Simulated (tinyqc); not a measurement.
The mobility curve: inversion-layer mobility, back-scattering and ballistic limit of a field-effect transistor. Computed by tinyqc, a small Python program. Command: `OMP_NUM_THREADS=1 python tinyqc.py 3018663 3018664 out.jsonl mos walk`. One thread of a shared host (Intel(R) Xeon(R) Processor @ 2.30GHz), about 0.01 s of CPU time with the checks.

The charge at the top of the source barrier is fixed by the gate; series resistance and short-channel effects are left out. F_j are Fermi integrals normalised to exp(eta) in the classical limit.

Inputs (values chosen for the exercise, modelled on an InGaAs n-channel):
```
quantity                                       value        unit
weight w of the inversion charge                 0.5           -
permittivity eps                                13.9           -
phonon mobility at 1 MV/cm and 300 K, mu_ph     3200  cm^2/(V s)
roughness mobility at 1 MV/cm, mu_sr            2000  cm^2/(V s)
Coulomb mobility at N_inv = 1e12/cm^2, mu_C     2400  cm^2/(V s)
electrical oxide thickness t_inv                 2.7          nm
depletion charge N_dep                       1.6e+12      1/cm^2
temperature T                                    300           K
```

Statistics at the top of the barrier: Fermi-Dirac.

Constants: eps_0 = 8.8541878128e-12 F/m; e = 1.602176634e-19 C.

Method. N_inv = 3.9 eps_0 (V_G - V_T)/(e t_inv); effective field E_eff = e (N_dep + w N_inv)/(eps eps_0). mu_phonon = mu_ph (E_eff/1 MV/cm)^(-0.3) (T/300 K)^(-1.75); mu_rough = mu_sr (E_eff/1 MV/cm)^(-2); mu_Coulomb = mu_C (N_inv/1e12 cm^-2) (T/300 K); Matthiessen's rule adds 1/mu.

Mobilities (cm^2/(V s)):
```
V_G - V_T (V)  N_inv (1/cm^2)  E_eff (MV/cm)  phonon  roughness  Coulomb   total
0.03               2.3948e+11        0.22388  5013.6      39904      575   509.1
0.06               4.7895e+11        0.23946  4913.4      34878     1149   907.3
0.12               9.5790e+11        0.27064  4736.2      27305     2299  1464.7
0.20               1.5965e+12        0.31221  4537.5      20519     3832  1886.4
0.35               2.7939e+12        0.39014  4244.1      13140     6705  2169.8
0.50               3.9913e+12        0.46808  4018.4       9128     9579  2160.8
0.75               5.9869e+12        0.59798  3733.7       5593    14369  1937.2
1.00               7.9825e+12        0.72787  3519.9       3775    19158  1663.4
1.50               1.1974e+13        0.98767  3211.9       2050    28737  1199.2
```

What follows from these numbers?

The lowest part is Coulomb from 0.0300 to 0.200, phonon from 0.350 to 1.00, roughness at 1.50 V. The total peaks at 2170 near E_eff = 0.39 MV/cm: screening lifts it at low density and the field presses it down at high density.

Extremes, crossings and ranges named in words are read from the listed rows.
